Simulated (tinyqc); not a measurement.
IGBT as a p-i-n diode in series with a MOS channel, on-state and switching loss: effect of the high-injection lifetime.

High injection (n = p) in a drift layer from x = -W/2 (anode) to +W/2 (cathode side), recombination only in the layer with lifetime tau, ideal emitters. The channel feeds the cathode side and carries the whole current. Auger recombination, carrier-carrier scattering, emitter losses and the carrier dip under the p body are left out.

b = mn/mp, B = (b - 1)/(b + 1), La = sqrt(2 Vt mn mp tau/(mn + mp)), y = W/(2 La). n(x) = (tau J/(2 q La))[cosh(x/La)/sinh y - B sinh(x/La)/cosh y]. Vm = Vt [(8 b/(b + 1)^2)(sinh y/s) arctan(s sinh y) + B ln((1 + B tanh^2 y)/(1 - B tanh^2 y))], s = sqrt(1 - B^2 tanh^2 y); Vj = Vt ln(n(-W/2) n(W/2)/ni^2), ni = sqrt(Nc Nv) exp(-Eg/(2 Vt)), Eg in volts; Vc = J Rch; Von = Vm + Vj + Vc. Stored charge tau J, turn-off energy Eoff = ks tau J Vdc, loss at half duty 0.5 J Von + f Eoff. A unipolar device on the same layer has Vu = J (W/(q mn Nd) + Rch).

Values chosen for this exercise; material values close to those of silicon:
```
symbol,value,unit,meaning
T,350,K,temperature
Eg,1.13,eV,band gap
Nc,3.49e19,cm^-3,conduction-band density of states at T
Nv,3.34e19,cm^-3,valence-band density of states at T
mn,997,cm^2/(V s),electron mobility
mp,342,cm^2/(V s),hole mobility
W,130,um,width of the drift layer
Nd,5.9e13,cm^-3,doping of the drift layer
J,50,A/cm^2,current density
Rch,1.5,mohm cm^2,channel and accumulation resistance
Vdc,800,V,link voltage
ks,0.13,,turn-off energy per stored charge and link voltage
f,20,kHz,switching frequency
```

Constants: q = 1.602176634e-19 C, kB = 1.380649e-23 J/K, Vt = kB T/q. Results are converted to the units shown.

The same in every row: Vu (V) = 69.04.

Results:
```
tau (us),y,Von (V),Eoff (mJ/cm^2),total loss (W/cm^2)
0.52,2.300,1.133,2.704,82.42
1.4,1.402,0.9236,7.280,168.7
2.3,1.094,0.9011,11.96,261.7
3.7,0.8622,0.8994,19.24,407.3
6,0.6771,0.9090,31.20,646.7
9.8,0.5298,0.9260,50.96,1042
16,0.4146,0.9476,83.20,1688
26,0.3253,0.9719,135.2,2728
```

Estimate the missing row, tau = 0.85 us.

Computed row:
```
tau (us),y,Von (V),Eoff (mJ/cm^2),total loss (W/cm^2)
0.85,1.799,0.9866,4.420,113.1
```

With this row back in the table: As tau goes from 0.52 to 26 us, Von goes from 1.13 through a minimum of 0.899 (at tau = 3.7 us among the rows listed) to 0.972 V, Eoff rises from 2.70 to 135 mJ/cm^2 and the total loss rises from 82.4 to 2730 W/cm^2. Von is below Vu in 9 of the 9 rows. For tau = 9.8 to 26 us the density at the anode passes 2e17 cm^-3, where Auger recombination and emitter losses matter.

Program tinyqc, `OMP_NUM_THREADS=1 python tinyqc.py 2590151 2590152 out.jsonl`; Intel Xeon 2.30GHz, shared host, one thread, about 0.01 s.
